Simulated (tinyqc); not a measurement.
# Input admittance of a MOSFET at zero drain bias: distributed channel and distributed gate: effects of single changes

Source and drain grounded, strong inversion, w = 2 pi f, Cox = eps0 eox/tox. The channel is an RC line of resistance 1/(mu Cox Vo) per square fed from both ends, so one finger has the intrinsic admittance y = i w Cox L tanh(g)/g per width, g = (1/2) sqrt(i w tau), tau = L^2/(mu Vo). The vertical resistance rv/L is in series with y, the overlaps 2 i w Cov in parallel: y_t = 1/(1/y + rv/L) + 2 i w Cov. The gate strip is a line of Rsh/L per length loaded by y_t, so a finger has Y = y_t Wf tanh(k)/k, k = (Wf/sd) sqrt(y_t Rsh/L); the device has Nf Y.

Parameters, values chosen for the exercise; values of the order met in silicon radio-frequency transistors:
```
symbol,value,unit,meaning
eox,3.9,,relative permittivity of the gate insulator (close to silicon dioxide)
tox,3,nm,insulator thickness
L,1.2,um,channel length
Wf,3.3,um,finger width
Nf,16,,number of fingers
mu,150,cm^2/(V s),channel mobility
Vo,0.31,V,gate overdrive
Rsh,9.4,ohm/square,sheet resistance of the gate
rv,3.8,ohm um^2,vertical resistivity of the gate stack
sd,1,,number of ends at which a finger is contacted
Cov,0.16,fF/um,overlap and fringe capacitance on each side
f,0.22,GHz,frequency
```

Constants: eps0 = 8.8541878128e-14 F/cm where lengths are in cm. Results are converted to the units shown.

Each table varies one quantity; the others keep the values above.

## Input impedance against frequency

Low-frequency limits, with c = Cox L and ct = c + 2 Cov: R_strip = Rsh Wf/(3 sd^2 L Nf), R_ch = (c/ct)^2 L/(12 mu Cox Vo Wf Nf), R_vert = (c/ct)^2 rv/(L Wf Nf), C = ct Wf Nf. Z = 1/(Nf Y) = R + 1/(i w C), Q = |Im Z|/R, far-point signal |1/cosh k|.

The same in every row: low-frequency R (ohm) = 34.40.

Input impedance against frequency:

| f (GHz) | w tau | \|k\| | R (ohm) | C (fF) | Q | signal at the far point |
|---|---|---|---|---|---|---|
| 0.002 | 0.003892 | 0.003892 | 34.40 | 746.2 | 3100 | 1.000 |
| 0.006 | 0.01167 | 0.006742 | 34.40 | 746.2 | 1033 | 1.000 |
| 0.02 | 0.03892 | 0.01231 | 34.40 | 746.2 | 310.0 | 1.000 |
| 0.04 | 0.07783 | 0.01741 | 34.40 | 746.2 | 155.0 | 1.000 |
| 0.1 | 0.1946 | 0.02752 | 34.40 | 746.2 | 62.01 | 1.000 |
| 0.3 | 0.5837 | 0.04763 | 34.39 | 745.8 | 20.68 | 0.9999 |
| 0.9 | 1.751 | 0.08197 | 34.35 | 742.8 | 6.931 | 0.9995 |
| 2 | 3.892 | 0.1190 | 34.16 | 729.7 | 3.193 | 0.9979 |
| 7 | 13.62 | 0.1810 | 31.82 | 596.8 | 1.197 | 0.9896 |

R falls from 34.4 to 31.8 ohm and C falls from 746 to 597 fF. Q goes as f^(-1.00) between the first two rows and f^(-0.78) between the last two, where w tau = 13.6 and |k| = 0.181. The low-frequency limits hold both R and C within 5 % up to f = 2 GHz among the rows.

## Effect of the channel length

Same model as above.

Effect of the channel length:

| L (um) | w tau | \|k\| | R (ohm) | low-frequency R (ohm) | C (fF) | Q | signal at the far point |
|---|---|---|---|---|---|---|---|
| 0.03 | 2.6754e-4 | 0.056019 | 22.426 | 22.426 | 35.129 | 918.29 | 1.0000 |
| 0.058 | 0.0010000 | 0.049086 | 12.491 | 12.491 | 52.146 | 1110.7 | 1.0000 |
| 0.11 | 0.0035970 | 0.045170 | 8.3588 | 8.3588 | 83.749 | 1033.4 | 1.0000 |
| 0.22 | 0.014388 | 0.042832 | 8.3087 | 8.3087 | 150.60 | 578.15 | 1.0000 |
| 0.42 | 0.052438 | 0.041672 | 12.584 | 12.584 | 272.15 | 211.23 | 1.0000 |
| 0.8 | 0.19025 | 0.041049 | 22.924 | 22.924 | 503.07 | 62.732 | 0.99999 |
| 1.6 | 0.76101 | 0.040650 | 46.018 | 46.030 | 988.45 | 15.904 | 0.99995 |
| 3 | 2.6754 | 0.039872 | 86.823 | 87.085 | 1821.5 | 4.5745 | 0.99983 |

As L goes from 0.03 to 3, R goes from 22.4 through a minimum of 8.31 (at L = 0.22 among the rows listed) to 86.8 ohm, C rises from 35.1 to 1820 fF and Q goes from 918 through a maximum of 1110 (at L = 0.058 among the rows listed) to 4.57. R_strip falls as 1/L while R_ch grows with L, which gives the minimum of R.

Program tinyqc, `OMP_NUM_THREADS=1 python tinyqc.py 2262107 2262108 out.jsonl`; Intel Xeon 2.30GHz, shared host, one thread, about 0.01 s.
